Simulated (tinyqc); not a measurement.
## True capacitance, leakage and series resistance from two frequencies

Problem. A capacitance C in parallel with G and in series with Rs is measured as Cp and D = Gp/(w Cp) at two frequencies. The series reading Cs = Cp (1 + D^2) equals C + G^2/(w^2 C), and Re Z = D/(w Cp (1 + D^2)) = Rs + G/(G^2 + w^2 C^2). Find C, G and Rs.

f (Hz): [10000, 1e5]
Cp (pF): [41.1392945, 41.1392847]
D: [0.158556472, 0.0163418666]

Solution. w^2 Cs = w^2 C + G^2/C is a straight line in w^2 with slope C; the intercept gives G, and the real part then gives Rs.

C = 41.14 pF
G = 0.4097 uS
Rs = 19.00 ohm

Numbers from tinyqc (`OMP_NUM_THREADS=1 python tinyqc.py 2022107 2022108 out.jsonl`; about 0.01 s on one thread of a shared Intel Xeon 2.30GHz).
